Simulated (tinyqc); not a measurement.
Inside a calculation. Model: metal gate on a two-layer dielectric stack with fixed charge and a dipole.

Program tinyqc, `OMP_NUM_THREADS=1 python tinyqc.py 2010137 2010138 out.jsonl`; Intel Xeon 2.30GHz, shared host, one thread, about 0.01 s. Printed values are rounded.

Gate, layer 2, layer 1, p-type semiconductor; x runs from the gate inwards. Charges are counted in units of +q. psi is the band bending at the surface, positive towards inversion. Classical charge, Boltzmann statistics, no interface traps.

Values chosen for this exercise; band and dielectric values close to those of silicon, layer 1 close to aluminium oxide, layer 2 close to hafnium oxide:

| symbol | value | unit | meaning |
|---|---|---|---|
| T | 300 | K | temperature |
| Eg | 1.11 | eV | band gap |
| eps_r | 11.5 |  | relative permittivity |
| Nc | 2.82e19 | cm^-3 | conduction-band density of states at T |
| Nv | 2.64e19 | cm^-3 | valence-band density of states at T |
| chi | 4.1 | eV | electron affinity |
| Na | 7.1e17 | cm^-3 | acceptor density |
| pM | 4.09 | eV | work function of the gate metal |
| t1 | 1.5 | nm | thickness of layer 1, next to the semiconductor |
| e1 | 8.88 |  | relative permittivity of layer 1 |
| t2 | 5.3 | nm | thickness of layer 2, next to the gate |
| e2 | 22.7 |  | relative permittivity of layer 2 |
| Q1 | 2.7e11 | cm^-2 | fixed charge at the semiconductor interface |
| Q2 | 1.4e12 | cm^-2 | fixed charge between the layers |
| r1 | 1.3e18 | cm^-3 | uniform charge density in layer 1 |
| r2 | 0 | cm^-3 | uniform charge density in layer 2 |
| Vd | 0.23 | V | flat-band shift by a dipole layer between the layers |
| ps | -0.097 | V | band bending psi of the working point |

Constants: q = 1.602176634e-19 C, kB = 1.380649e-23 J/K, Vt = kB T/q, eps0 = 8.8541878128e-14 F/cm where lengths are in cm. Results are converted to the units shown.

Range of the model: At the working point ps the carrier density at the surface is 1.1 times the band density of states, where degeneracy and quantisation, left out here, matter.

## Equivalent thickness and work-function difference

EOT = 3.9 (t1/e1 + t2/e2), Cox = eps0/(t1/e1 + t2/e2); phi_ms = pM - (chi + Eg - Vt ln(Nv/Na)).

EOT = 1.56936 nm
Cox = 2.20035 uF/cm^2
share of layer 1 in the EOT = 41.9780 %
phi_ms = -1.02652 V

## Flat-band voltage, term by term

EOT = 3.9 (t1/e1 + t2/e2), Cox = eps0/(t1/e1 + t2/e2); phi_ms = pM - (chi + Eg - Vt ln(Nv/Na)). Vfb = phi_ms + Vd - (q/eps0) [Q1 (t1/e1 + t2/e2) + Q2 t2/e2 + r1 (t1^2/(2 e1) + t1 t2/e2) + r2 t2^2/(2 e2)]: each charge counts with its electrical distance from the gate.

terms (V): phi_ms -1.02652, dipole 0.23000, Q1 -0.01966, Q2 -0.05915, r1 -0.01122, r2 0.00000
Vfb = -0.886549 V

Apart from phi_ms the largest term is that of dipole, 230 mV; all charges and the dipole together move Vfb by 140 mV.

## Threshold voltage

ni = sqrt(Nc Nv) exp(-Eg/(2 Vt)), Eg in volts, pB = Vt ln(Na/ni), Vth = Vfb + 2 pB + sqrt(4 q eps0 eps_r Na pB)/Cox.

ni = 1.29520e10 cm^-3
pB = 0.460670 V
depletion charge = 0.461990 uC/cm^2
Vth = 0.244753 V

## Charge in the semiconductor

ni = sqrt(Nc Nv) exp(-Eg/(2 Vt)), Eg in volts. Qs = -sign(psi) sqrt(2 q eps0 eps_r Na Vt [exp(-u) + u - 1 + (ni/Na)^2 (exp(u) - u - 1)]), u = psi/Vt.

Qs = 0.476165 uC/cm^2

The surface is accumulated.

## Fields and voltage drops

Gauss: D = -Qs just inside the semiconductor; going towards the gate subtract q Q1, then q r1 t1, q Q2 and q r2 t2. Field = D/(eps0 e); the drop over a layer is its mean field times its thickness; Vg = phi_ms + Vd + psi + both drops.

```
place                        D (uC/cm^2)  field (MV/cm)
layer 2, gate side             -0.774971      -0.385577
layer 2, inner side            -0.774971      -0.385577
layer 1, outer side            -0.550666      -0.700368
layer 1, semiconductor side    -0.519424      -0.660632
semiconductor surface          -0.476165      -0.467639
```

drop over layer 2 = -0.204356 V
drop over layer 1 = -0.102075 V
Vg = -1.19995 V

The same Vg follows from Vfb + psi - Qs/Cox. The largest field, 0.700 MV/cm in size, is at: layer 1, outer side.
